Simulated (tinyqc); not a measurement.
Permittivity and interlayer from two capacitances.

Problem. A two-layer stack has Cox = eps0/(t1/e1 + t2/e2) and EOT = 3.9 eps0/Cox. Find e2, the EOT of layer 1 and, with e1 given, t1.

Inputs (values chosen for the exercise): relative permittivity of layer 1 e1 = 3.99.

Constants: eps0 = 8.8541878128e-14 F/cm where lengths are in cm. Results are converted to the units shown.

Cox at t2 = 2.2 and 8.4 nm (uF/cm^2): [1.2346279, 0.63414771]

Answer. EOT is linear in t2 with slope 3.9/e2, and its intercept is the EOT of layer 1.

e2 = 9.130
EOT of layer 1 = 1.857 nm
t1 = 1.900 nm

Numbers from tinyqc (`OMP_NUM_THREADS=1 python tinyqc.py 2010036 2010037 out.jsonl`; about 0.01 s on one thread of a shared Intel Xeon 2.30GHz).
